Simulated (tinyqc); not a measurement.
Threshold-voltage variability of a planar MOSFET, analytic estimates: one step of the calculation.

Three independent sources add in quadrature: random dopants in the depleted layer, metal-gate grains of two orientations, and roughness of the two gate edges acting through the roll-off VT = VT(long) - Vr exp(-L/l). These are first-order estimates: no three-dimensional electrostatics, no percolation.

Task. Random dopants. ni = sqrt(Nc Nv) exp(-Eg/(2 Vt)), Eg in volts; Cox = 3.9 eps0/ti; Wd = sqrt(4 eps0 eps_r Vt ln(Na/ni)/(q Na)); dopants: s1 = (q/Cox) sqrt(Na Wd/(3 L W)). The slope A1 = s1 sqrt(L W); mean number of dopants Na L W Wd.

Parameters, values chosen for the exercise; material values close to those of silicon: temperature T = 293 K; band gap Eg = 1.1 eV; relative permittivity of the semiconductor eps_r = 11.8; conduction-band density of states at T Nc = 2.75e19 cm^-3; valence-band density of states at T Nv = 2.59e19 cm^-3; channel doping Na = 3.8e17 cm^-3; oxide-equivalent thickness in inversion ti = 1.9 nm; gate length L = 20 nm; gate width W = 52 nm.

Constants: q = 1.602176634e-19 C, kB = 1.380649e-23 J/K, Vt = kB T/q, eps0 = 8.8541878128e-14 F/cm where lengths are in cm. Results are converted to the units shown.

Wanted: Cox; Wd; mean number of dopants; A1; s1.

Result.

Cox = 1.8174 uF/cm^2
Wd = 55.122 nm
mean number of dopants = 21.784
A1 = 0.73662 mV um
s1 = 22.842 mV

Counting alone, 1/sqrt(N) of the depletion voltage q Na Wd/Cox = 185 mV, would give sqrt(3) times more: dopants deep in the layer act less on the surface.

tinyqc, about 0.01 s, one thread, Intel Xeon 2.30GHz (shared host): `OMP_NUM_THREADS=1 python tinyqc.py 2090109 2090110 out.jsonl`
